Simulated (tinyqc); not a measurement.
Changing the width b: ballistic transport through the one-dimensional subbands of a rectangular nanowire or nanosheet channel. Computed by tinyqc, a small Python program. Command: `OMP_NUM_THREADS=1 python tinyqc.py 3009974 3009975 out.jsonl wire sweep`. One thread of a shared host (Intel(R) Xeon(R) Processor @ 2.30GHz), about 0.08 s of CPU time with the checks.

Hard walls, parabolic subbands, transport along x. Energies are counted from the bulk conduction band edge at the top of the barrier, which the gate pulls down by U; the source Fermi level lies at the bulk edge when U = 0.

Inputs (values chosen for the exercise, modelled on silicon): light mass m_t = 0.18 m_0; heavy mass m_l = 0.918 m_0; height a = 2.5 nm; equivalent oxide thickness t = 1.8 nm; gate voltage above flat band V_G = 0.43 V; drain voltage V_D = 0.05 V; temperature T = 300 K; mean free path for back-scattering lambda = 200 nm; channel length L = 12 nm.

Valleys: silicon [100] wire.

Constants: hbar^2/(2 m_0) = 3.80998212 eV angstrom^2; k_B = 8.617333262e-05 eV/K; m_0 = 9.1093837015e-31 kg; k_B = 1.380649e-23 J/K; hbar = 1.054571817e-34 J s; eps_0 = 8.8541878128e-12 F/m; e = 1.602176634e-19 C; h = 6.62607015e-34 J s.

Method:
- E_pq = (hbar^2 pi^2/2)(p^2/(m_y b^2) + q^2/(m_z a^2)); valley pairs: (m_x, m_y, m_z) = (m_t, m_t, m_l), (m_t, m_l, m_t), (m_l, m_t, m_t), each with degeneracy g = 2; the 10 lowest subbands are kept.
- F_j(eta) = (1/Gamma(j + 1)) int_0^infinity x^j/(1 + exp(x - eta)) dx, F_0 = ln(1 + exp(eta)). Integrals over x = E/(k_B T) use 160 Gauss-Legendre points in u = sqrt(x) from 0 to sqrt(max(eta, 0) + 32).
- With degeneracy g = 2, eta_i = (U - E_i)/(k_B T) and u = e V_D/(k_B T): line density n = sum_i g sqrt(2 m_x k_B T/pi)/(2 hbar) [F_-1/2(eta_i) + F_-1/2(eta_i - u)]; gate: e n = C_ox (V_G - U/e), C_ox = 3.9 eps_0 2 (a + b)/t (flat-plate estimate); I = (2 e k_B T/h) sum_i g [F_0(eta_i) - F_0(eta_i - u)].
- Linear conductance G = (2 e^2/h) sum_i g f(eta_i), g = 2, f = 1/(1 + exp(-eta_i)), with the barrier frozen at the eta_i above; current per perimeter I/(2(a + b)); with scattering, transmission lambda/(lambda + L) and low-bias resistance (1 + L/lambda)/G.

One run for each value; columns: (1) width b (nm); (2) current per perimeter (microampere/micrometre); (3) ballistic current I (microampere); (4) open modes sum g f; (5) mean velocity I/(e n) (1e7 cm/s):
```
(1)      (2)     (3)     (4)      (5)
2.6   150.73   1.537  0.8087  0.95832
3.5   309.80   3.718  1.4325  0.93912
4.7   371.30   5.347  1.7332  0.86752
6.3   368.89   6.492  1.9370  0.78497
8.4   383.83   8.367  2.6983  0.77453
11.0  412.13  11.128  3.5890  0.79879
15.0  431.42  15.100  4.9321  0.81099
20.0  445.70  20.056  6.6034  0.82141
```

Over the rows, current per perimeter (microampere/micrometre) lies between 151 and 446 without a single trend; ballistic current I (microampere) rises from 1.54 to 20.1 (exponent d ln y / d ln x 3.0 between the first rows and 0.99 between the last); open modes sum g f rises from 0.809 to 6.60 (exponent d ln y / d ln x 1.9 between the first rows and 1.0 between the last).

Caution (rows 2.60): confinement energies this large call for non-parabolicity and barrier penetration, which lower the subbands and raise the mass.

Extremes, crossings and ranges named in words are read from the listed rows.
